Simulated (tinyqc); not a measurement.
Worked calculation: short-period [001] superlattice in sp3s* tight binding. Values are carried at full precision from step to step, so a last printed digit may differ when a step is redone from the rounded ones.

sp3s* tight binding, nearest neighbours only: anion (a) at 0, cation (c) at a/4 (1,1,1), orbitals s, px, py, pz, s* on each; k in units of 2 pi/a. With phases e_j = exp(i (pi/2) k.n_j) for n = (1,1,1), (1,-1,-1), (-1,1,-1), (-1,-1,1): g0 = (e1+e2+e3+e4)/4, g1 = (e1+e2-e3-e4)/4, g2 = (e1-e2+e3-e4)/4, g3 = (e1-e2-e3+e4)/4. The diagonal holds the levels Esa, Epa, Exa (s*) and Esc, Epc, Exc. Anion-cation block: <sa|sc> = Vss g0; <sa|xc> = Vsapc g1; <xa|sc> = -Vscpa g1; <xa|xc> = Vxx g0; <xa|yc> = <ya|xc> = Vxy g3, <xa|zc> = <za|xc> = Vxy g2, <ya|zc> = <za|yc> = Vxy g1; <s*a|xc> = Vxapc g1; <xa|s*c> = -Vpaxc g1; y and z take g2 and g3 in place of g1; s-s* and s*-s* vanish.

Values chosen for the exercise (A near a published set for GaAs, B for AlAs; the results hold for these values, not for the real material): pA = (-8.336, 1.043, -2.65, 3.671, 8.602, 6.724, -6.442, 1.952, 5.068, 4.491, 5.801, 4.849, 4.794) eV (order Esa, Epa, Esc, Epc, Exa, Exc, Vss, Vxx, Vxy, Vsapc, Vscpa, Vxapc, Vpaxc); pB = (-7.549, 0.984, -1.16, 3.588, 7.492, 6.727, -6.658, 1.873, 4.296, 5.125, 5.503, 4.521, 5.006) eV (the same for B); dEv = 0.57 eV (valence offset: Ev(B) lies this far below Ev(A)); n = 2 (monolayers of A); m = 1 (monolayers of B).

## Band line-up of the two bulk crystals

Edges on the common scale: Ev, the conduction level at Gamma, the minimum on (kx,0,0) for kx from 0.5 to 1, and the level at X.

Edges (eV):

| crystal | Ev | Gamma | Delta minimum | X |
|---|---|---|---|---|
| A | 0.0000 | 1.5445 | 2.0312 | 2.0312 |
| B | -0.5700 | 2.4553 | 1.6993 | 1.7340 |

For Gamma electrons A is the well, 0.911 eV deep; for X electrons B is, 0.297 eV deep; holes sit in A.

## Shifted levels

Planes alternate anion, cation along [001], a/4 apart; at zero in-plane momentum s, pz, s* form one block. All levels of A are shifted so that its Ev (lower root of [[Epa, Vxx], [Vxx, Epc]]) is 0, and those of B so that its Ev is -dEv. A monolayer is an anion plane and the cation plane above it; an anion between unlike cations takes the mean of the two anion levels; each bond takes the couplings of its cation. Block from an anion to the cation above: U with Vss/2 (s,s), Vsapc/2 (s,z), -Vscpa/2 (z,s), Vxx/2 (z,z), Vxapc/2 (s*,z), -Vpaxc/2 (z,s*); to the cation below: the same with the s-z and s*-z signs reversed. The cell of n + m monolayers is closed with the phase exp(2 pi i q). No spin-orbit coupling. In this block 2 (n + m) levels are filled.

Parameters in the order Esa, Epa, Esc, Epc, Exa, Exc, Vss, Vxx, Vxy, Vsapc, Vscpa, Vxapc, Vpaxc. Find Ev of each set and shift the levels.

Ev before the shift (eV): A 0.0039, B 0.0049

Levels (eV):

| plane | s | p | s* |
|---|---|---|---|
| anion A | -8.3399 | 1.0391 | 8.5981 |
| cation A | -2.6539 | 3.6671 | 6.7201 |
| anion B | -8.1239 | 0.4091 | 6.9171 |
| cation B | -1.7349 | 3.0131 | 6.1521 |
| interface anion | -8.2319 | 0.7241 | 7.7576 |

## The matrix for n = 2, m = 1 at q = 0

Planes in the order a1, c1, a2, c2, ...; the A cations come first.

H (eV):
```
        sa1     za1     *a1     sc1     zc1     *c1     sa2     za2     *a2     sc2     zc2     *c2
sa1  -8.232       0       0  -3.221   2.245       0       0       0       0       0       0       0
za1       0   0.724       0  -2.901   0.976  -2.397       0       0       0       0       0       0
*a1       0       0   7.758       0   2.425       0       0       0       0       0       0       0
sc1  -3.221  -2.901       0  -2.654       0       0  -3.221   2.901       0       0       0       0
zc1   2.245   0.976   2.425       0   3.667       0  -2.245   0.976  -2.425       0       0       0
*c1       0  -2.397       0       0       0   6.720       0   2.397       0       0       0       0
sa2       0       0       0  -3.221  -2.245       0  -8.340       0       0  -3.221   2.245       0
za2       0       0       0   2.901   0.976   2.397       0   1.039       0  -2.901   0.976  -2.397
*a2       0       0       0       0  -2.425       0       0       0   8.598       0   2.425       0
sc2       0       0       0       0       0       0  -3.221  -2.901       0  -2.654       0       0
zc2       0       0       0       0       0       0   2.245   0.976   2.425       0   3.667       0
*c2       0       0       0       0       0       0       0  -2.397       0       0       0   6.720
sa3       0       0       0       0       0       0       0       0       0  -3.221  -2.245       0
za3       0       0       0       0       0       0       0       0       0   2.901   0.976   2.397
*a3       0       0       0       0       0       0       0       0       0       0  -2.425       0
sc3  -3.329   2.752       0       0       0       0       0       0       0       0       0       0
zc3  -2.562   0.936  -2.260       0       0       0       0       0       0       0       0       0
*c3       0   2.503       0       0       0       0       0       0       0       0       0       0

        sa3     za3     *a3     sc3     zc3     *c3
sa1       0       0       0  -3.329  -2.562       0
za1       0       0       0   2.752   0.936   2.503
*a1       0       0       0       0  -2.260       0
sc1       0       0       0       0       0       0
zc1       0       0       0       0       0       0
*c1       0       0       0       0       0       0
sa2       0       0       0       0       0       0
za2       0       0       0       0       0       0
*a2       0       0       0       0       0       0
sc2  -3.221   2.901       0       0       0       0
zc2  -2.245   0.976  -2.425       0       0       0
*c2       0   2.397       0       0       0       0
sa3  -8.232       0       0  -3.329   2.562       0
za3       0   0.724       0  -2.752   0.936  -2.503
*a3       0       0   7.758       0   2.260       0
sc3  -3.329  -2.752       0  -1.735       0       0
zc3   2.562   0.936   2.260       0   3.013       0
*c3       0  -2.503       0       0       0   6.152
```

## Levels of the small cell

Diagonalise (s, pz, s* block of a cell with n = 2, m = 1; px and py are apart). The lowest 6 levels are filled. Give the share of the cation weight of the lowest empty level that lies on the A cations, c1 and c2.

levels (eV): -12.470  -11.127  -10.921  -5.848  -5.542  -0.187  1.786  2.160  2.195  2.707  2.742  4.472  6.531  8.009  9.242  9.424  10.435  11.086

share on A cations = 0.824

The lowest empty level is number 7, at 1.786 eV.

## Checks

- Cell of two equal monolayers against the bulk levels at Gamma and X: they agree to 1e-10 or better.

(tinyqc, `OMP_NUM_THREADS=1 python tinyqc.py 1450706 1450707 out.jsonl`, Intel(R) Xeon(R) Processor @ 2.30GHz, 1 thread, shared host, about 0.3 s.)
